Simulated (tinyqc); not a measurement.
Kinetic against equilibrium segregation over temperature: surface segregation during layer-by-layer epitaxy: two-layer exchange kinetics and the shape of quantum wells and delta layers. Computed by tinyqc, a small Python program. Command: `OMP_NUM_THREADS=1 python tinyqc.py 3010392 3010393 out.jsonl mbeseg walk`. One thread of a shared host (Intel(R) Xeon(R) Processor @ 2.30GHz), about 0.01 s of CPU time with the checks.

Atoms A and B exchange only between the growing layer and the one below it. B is supplied for N layers, then pure A follows.

Inputs (values chosen for the exercise, close to those used for antimony in silicon):
```
quantity                                   value      unit
barrier E1 for B to move up                 1.75        eV
segregation energy E_s                      0.52        eV
attempt frequency nu                           1       THz
growth rate G                               0.75  layers/s
share x0 of B in the flux during the well   0.07         -
layers in the well N                           2         -
layer thickness                             1.36  angstrom
temperature T                                300         C
```

Constants: k_B = 8.617333262e-05 eV/K.

Method:
- p1 = nu exp(-E1/(k_B T)) (B up, A down), p2 = nu exp(-(E1 + E_s)/(k_B T)) (B down); time per layer tau = 1/G; K = p1/p2.
- Temperatures in kelvin are T(C) + 273.15.
- Each layer is deposited complete with B share x_dep and then exchanges for the time tau = 1/G with the layer below, whose share is b (total c = s + b fixed): ds/dt = p1 b (1 - s) - p2 s (1 - b), s(0) = x_dep. With the roots s1 < s2 of the right side, (s - s1)/(s - s2) = [(s(0) - s1)/(s(0) - s2)] exp(-(p1 - p2)(s2 - s1) tau). The lower layer is then buried with c - s, and s becomes the b of the next layer.
- In the dilute tail each layer passes up the share R = R_eq (1 - exp(-(p1 + p2) tau)); decay length = -layer thickness/ln R.
- R_eq = K/(1 + K).

Segregation:
```
T (C)      p1 tau     R_eq           R  decay length (angstrom)  peak share
180    4.5924e-08  1.00000  4.5924e-08                   0.0805    0.070000
220    1.7406e-06  1.00000  1.7406e-06                   0.1026    0.070000
260    3.8237e-05  0.99999  3.8236e-05                   0.1337    0.070000
300    5.4573e-04  0.99997  5.4558e-04                   0.1810    0.069997
340    5.5060e-03  0.99995  5.4909e-03                   0.2613    0.069971
380    4.1855e-02  0.99990  4.0991e-02                   0.4257    0.069694
420    2.5176e-01  0.99983  2.2256e-01                   0.9051    0.065857
460    1.2451e+00  0.99973  7.1198e-01                   4.0035    0.035880
```

What does the comparison show, and why?

The decay length grows in every row: exchange is still limited by its rate. p1 tau passes 1 between 420 and 460 C, below which sharp interfaces can be grown. Caution: decay lengths below one layer thickness are only formal.

Extremes, crossings and ranges named in words are read from the listed rows.
